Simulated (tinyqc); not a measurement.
Worked calculation: deep level with several charge states, and Shockley-Read-Hall recombination. Values are carried at full precision from step to step, so a last printed digit may differ when a step is redone from the rounded ones.

Energies from Ev. The defect has charge states +1, 0, -1 with weights 1, gm exp((EF - E1)/kT), exp((2 EF - E1 - E2)/kT); the shares are the weights over their sum. Boltzmann carriers: n = Nc exp((EF - Eg)/kT), p = Nv exp(-EF/kT). Neutrality: p - n + Nd + Nt <q> = 0.

Constants: kB = 8.617333262e-05 eV/K.

Parameters, chosen for this exercise (gap and densities of states near those of SiC at this temperature; the results hold for these values, not for the real material): Eg = 3.263 eV (gap); Nc = 1.33e+19 1/cm^3 (conduction-band density of states); Nv = 2.68e+19 1/cm^3 (valence-band density of states); T = 250 K; E1 = 0.664 eV (level (+1/0) above Ev); E2 = 2.344 eV (level (0/-1) above Ev); gm = 1 (degeneracy of the middle state, the others 1); Nt = 1.6e+13 1/cm^3 (defects); Nd = -8.6e+13 1/cm^3 (ionised shallow donors minus acceptors); E_try = 1.765 eV (trial Fermi level); Et = 2.344 eV (recombination level above Ev); sn = 3.1e-15 cm^2 (electron capture cross-section); sp_ = 9.8e-16 cm^2 (hole capture cross-section); vth = 26000000 cm/s (thermal velocity, both carriers); Nm = 2.4e+16 1/cm^3 (equilibrium holes for the lifetime steps); dn = 2.1e+12 1/cm^3 (excess pairs).

## Charge states at a trial Fermi level

Form the exponents, the shares, the mean charge and the residual of neutrality at EF = E_try.

exponents of the second and third weights: 51.106  24.230

shares: +1 0.0000, 0 1.0000, -1 0.0000

<q> = 0.0000

n, p (1/cm^3): 8.42e-12  7.04e-17

residual = -8.60e+13 1/cm^3

The residual is negative, so EF must fall.

## The neutral state

Solve for EF.

EF = 0.2769 eV

shares at EF: +1 1.000, 0 0.000, -1 0.000

n = 8.47e-42 1/cm^3
p = 7.00e+13 1/cm^3

Without the defects the majority density would be 8.60e+13 1/cm^3; with them the density of these carriers is 7.00e+13, so they compensate part of the doping. Most defects are in the state +1.

## Recombination through one level

One level at Et with degeneracy 1: tn = 1/(sn vth Nt), tp = 1/(sp_ vth Nt), n1 = Nc exp((Et - Eg)/kT), p1 = Nv exp(-Et/kT), ni^2 = n1 p1. Equilibrium p0 = Nm, n0 = ni^2/Nm; n = n0 + dn, p = p0 + dn. U = (n p - ni^2)/(tp (n + n1) + tn (p + p1)), lifetime dn/U; emission rates en = sn vth n1, ep = sp_ vth p1.

Evaluate each quantity.

tn, tp (microsecond): 0.7754  2.453

n1, p1 (1/cm^3): 3.96  1.50e-28

U = 2.71e+18 1/(cm^3 s)
lifetime = 0.776 microsecond

The lifetime is 1.000 times the minority capture time tn and 0.24 times tn + tp, the limit of high injection.

## Emission and generation in a depleted region

With n = p = 0 the level generates pairs at G = Nt en ep/(en + ep); generation lifetime tg = ni/G; current density e G W for a width W = 1 micrometre, e = 1.602176634e-19 C.

en, ep (1/s): 3.19e-07  3.81e-36

G = 6.10e-23 1/(cm^3 s)
tg = 3.99e+14 microsecond
current density = 9.78e-46 A/cm^2

The slower step, hole emission, limits the rate: en/ep = 8.37e+28.

## Checks

- U against hole capture minus emission at the steady occupation of the level (1/(cm^3 s)): both 2.707e+18.

Computed by tinyqc, a small Python program: `OMP_NUM_THREADS=1 python tinyqc.py 1652290 1652291 out.jsonl` (the numbers bound the seed that draws the inputs); one thread of a shared host (Intel(R) Xeon(R) Processor @ 2.30GHz), about 0.01 s for the whole set of steps.
